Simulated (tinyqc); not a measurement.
## Electron continuity equation in a given potential, Scharfetter-Gummel discretisation: three discretisations compared

Steady state in one dimension: J = q mu n E + q D dn/dx with E = -dpsi/dx and D = mu Vt, dJ/dx = 0, fixed densities nL and nR at the ends. The potential is given, psi = 0 for x < L/2 and U (2 x/L - 1) beyond, and is not changed by the electrons.

9 equal intervals. Fluxes J_i = (q D/h)(n_(i+1) P_i - n_i Q_i), d_i = (psi_(i+1) - psi_i)/Vt: Scharfetter-Gummel P = B(d), Q = B(-d), B(d) = d/(exp(d) - 1); central P = 1 - d/2, Q = 1 + d/2; upwind P = 1 + max(-d, 0), Q = 1 + max(d, 0). Balance at each inner node: J_i - J_(i-1) = 0. The reference is Scharfetter-Gummel on 1800 intervals.

Parameters, values chosen for the exercise; mobility close to that of silicon at room temperature:
- T = 300 K (temperature)
- mu = 1330 cm^2/(V s) (electron mobility)
- L = 15 um (length of the region)
- nL = 8.9e12 cm^-3 (density at x = 0)
- nR = 0 cm^-3 (density at x = L)
- U = -0.17 V (potential difference psi(L) - psi(0))

Constants: q = 1.602176634e-19 C, kB = 1.380649e-23 J/K, Vt = kB T/q. Results are converted to the units shown.

Densities (cm^-3):
```
node,Scharfetter-Gummel,central,upwind,reference
0,8.9000e12,8.9000e12,8.9000e12,8.9000e12
1,8.8820e12,8.8965e12,8.7118e12,8.8820e12
2,8.8640e12,8.8929e12,8.5235e12,8.8640e12
3,8.8461e12,8.8894e12,8.3353e12,8.8460e12
4,8.8281e12,8.8858e12,8.1470e12,8.8281e12
5,4.2388e12,4.1280e12,4.5987e12,4.2408e12
6,9.7367e11,6.4040e11,1.7919e12,9.7413e11
7,2.1638e11,9.7621e10,6.5156e11,2.1648e11
8,4.0737e10,1.3147e10,1.8824e11,4.0756e10
9,0,0,0,0
```

Largest errors as a share of the largest reference density listed: Scharfetter-Gummel 0.023 %, central 3.7 %, upwind 9.2 %. The largest |d| is 1.46. Upwinding stays positive but acts as if D were larger by the factor 1 + |d|/2, up to 1.73 here.

tinyqc, about 0.01 s, one thread, Intel Xeon 2.30GHz (shared host): `OMP_NUM_THREADS=1 python tinyqc.py 2220013 2220014 out.jsonl`
